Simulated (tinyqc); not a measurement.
Born-Oppenheimer dynamics on the RHF/sto-3g surface (energies and gradients from PySCF), for H3+, spin multiplicity 1, step by step. Computed by tinyqc, a small Python program that keeps every step (integrals from PySCF). Settings: charge = 1, multiplicity = 1, basis = sto-3g, time step (fs) = 0.5, steps = 16. Command: `OMP_NUM_THREADS=1 python tinyqc.py 20833 20834 out.jsonl` (the two numbers bound the seeds that draw the settings). One thread of a shared host (Intel(R) Xeon(R) Processor @ 2.60GHz), about 0.7 s of CPU time with the checks.

positions (bohr):
```
            x         y          z
1H   0.094486  0.026456  -0.034015
2H  -0.060471  0.005669   1.593039
3H  -0.037795  1.394618   0.829590
```

The total energy should stay constant up to terms of order dt^2; the step counts as short enough if it moves by less than 2 % of the largest kinetic energy.

Trajectory:
```
time (fs)  1H-2H (angstrom)  potential (hartree)  kinetic (hartree)  total (hartree)
0.000000           0.864966          -1.23280726         0.00178900      -1.23101827
0.500000           0.873745          -1.23438951         0.00328968      -1.23109983
1.000000           0.898429          -1.23938841         0.00806289      -1.23132552
1.500000           0.934702          -1.24438641         0.01289479      -1.23149162
2.000000           0.976905          -1.24665459         0.01514047      -1.23151412
2.500000           1.019495          -1.24555503         0.01411899      -1.23143604
3.000000           1.057844          -1.24206823         0.01074170      -1.23132653
3.500000           1.088476          -1.23778359         0.00655374      -1.23122985
4.000000           1.109000          -1.23418054         0.00301642      -1.23116412
4.500000           1.117969          -1.23229555         0.00116196      -1.23113359
5.000000           1.114754          -1.23261804         0.00147975      -1.23113829
5.500000           1.099486          -1.23507226         0.00389393      -1.23117833
6.000000           1.073068          -1.23901815         0.00776486      -1.23125329
6.500000           1.037275          -1.24328124         0.01192479      -1.23135646
7.000000           0.994903          -1.24629986         0.01483600      -1.23146386
7.500000           0.949916          -1.24654876         0.01502577      -1.23152299
8.000000           0.907457          -1.24336978         0.01190676      -1.23146302
```

Is the time step short enough?

No. The total energy moves within 5.0e-04 hartree; that is over 2 % of the largest kinetic energy, so the time step is too long.
